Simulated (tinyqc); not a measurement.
## Gate sheet resistance from two finger widths

Question. At low frequency R = Rsh Wf/(3 L) + B/Wf, where B collects the channel and vertical terms. Find Rsh, B and the width of lowest R.

Values chosen for this exercise:
- L = 0.75 um (channel length)

input resistance of single fingers, contacted at one end, of width 0.87 and 7.4 um (ohm): [240.71172, 119.11592]

Solution. R Wf is a straight line in Wf^2; the minimum of R lies where both terms are equal.

Rsh = 28.0 ohm/square
B = 200 ohm um
width of lowest R = 4.01 um

Numbers from tinyqc (`OMP_NUM_THREADS=1 python tinyqc.py 2262001 2262002 out.jsonl`; about 0.01 s on one thread of a shared Intel Xeon 2.30GHz).
